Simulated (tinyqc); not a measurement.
# Worked calculation: surface potential of a MOS transistor: implicit equation and explicit approximations

Program tinyqc, `OMP_NUM_THREADS=1 python tinyqc.py 2122211 2122212 out.jsonl`; Intel Xeon 2.30GHz, shared host, one thread, about 0.01 s. Printed values are rounded.

p-type body, charge-sheet picture, depletion and inversion only, full ionisation (an idealisation for deep acceptors), Boltzmann statistics (rough once Na exp(x - xn) passes about Nc/7). In units of Vt: xg = (Vg - Vfb)/Vt, x = psi/Vt, G = gamma/sqrt(Vt), xn = (2 phiF + Vc)/Vt. The implicit equation is (xg - x)^2 = G^2 [x - 1 + exp(x - xn)] for x above about 3. Cox = eps0 eox/tox.

Parameters, values chosen for the exercise; band and dielectric values close to those of silicon: temperature T = 350 K; band gap Eg = 1.12 eV; relative permittivity eps_r = 11.7; conduction-band density of states at T Nc = 3.47e19 cm^-3; valence-band density of states at T Nv = 3.4e19 cm^-3; relative permittivity of the gate insulator (close to silicon dioxide) eox = 3.9; insulator thickness tox = 6.7 nm; acceptor density Na = 2.2e16 cm^-3; flat-band voltage Vfb = -0.5 V; channel-body voltage Vc = 0 V; gate-body voltage Vg = 0.97 V.

Constants: q = 1.602176634e-19 C, kB = 1.380649e-23 J/K, Vt = kB T/q, eps0 = 8.8541878128e-14 F/cm where lengths are in cm. Results are converted to the units shown.

Range of the model: The electron quasi-Fermi level lies less than 2 Vt below the band edge at the surface, or above it, where degeneracy and confinement, left out, matter.

## Scales

ni = sqrt(Nc Nv) exp(-Eg/(2 Vt)), Eg in volts; phiF = Vt ln(Na/ni); gamma = sqrt(2 q eps0 eps_r Na)/Cox; VT = Vfb + Vt (xn + G sqrt(xn - 1)).

phiF = 0.338221 V
gamma = 0.165810 V^0.5
G = 0.954750
xn = 22.4279
VT = 0.309739 V
xg = 48.7390

## Explicit approximation

Depletion value a = 1 + [sqrt(G^2/4 + xg - 1) - G/2]^2; inversion value b = xn + ln[(xg - xn)^2/G^2 - xn + 1] and first guess y = min(a, b) - ln(1 + exp(-|a - b|)) if a > xn + 1, else b = y = a; one second-order correction with D = exp(y - xn), p = 2 (xg - y) + G^2 (1 + D), w = (xg - y)^2 - G^2 (y - 1 + D): z = y + 2 w/(p + sqrt(p^2 - 2 (2 - G^2 D) w)), or the Newton step z = y + w/p where the root is not real.

a = 42.5823
b = 29.0319
y = 29.0319
p = 713.063
w = -309.921
z = 28.4227

The root of the implicit equation is x = 28.4753; y misses it by 0.56 and z by -0.053, in units of Vt.

## Starting value

x = y rounded to two decimals.

x at the start = 29.03

## Iteration 1: new x

D = exp(x - xn), f = (xg - x)^2 - G^2 (x - 1 + D), f' = -2 (xg - x) - G^2 (1 + D), x(new) = x - f/f'.

D = 736.617
f = -308.569
f' = -711.791
x after iteration 1 = 28.5965

## Iteration 2: new x

As before.

D = 477.497
f = -54.6973
f' = -476.458
x after iteration 2 = 28.4817

## Course of the iteration

Stop when the step is below 1e-11, or after 60 iterations.

Course of the iteration:
```
iteration  x before the step       step
1                      29.03     -0.434
2                    28.5965     -0.115
3                    28.4817   -6.40e-3
4                    28.4753   -1.85e-5
5                    28.4753  -1.53e-10
6                    28.4753          0
```

Converged in 6 iterations.

## Potential, charges and gate control

converged x = 28.4753

psi = Vt x; N_dep = Cox Vt G sqrt(x - 1)/q; N_inv = (Cox Vt G/q) [sqrt(x - 1 + exp(x - xn)) - sqrt(x - 1)]; dpsi/dVg = 1/[1 + G^2 (1 + exp(x - xn))/(2 (xg - x))].

psi = 0.858833 V
N_dep = 4.85545e11 cm^-2
N_inv = 1.4805e12 cm^-2
dpsi/dVg = 0.0949094

psi lies 6.0 Vt above 2 phiF + Vc.
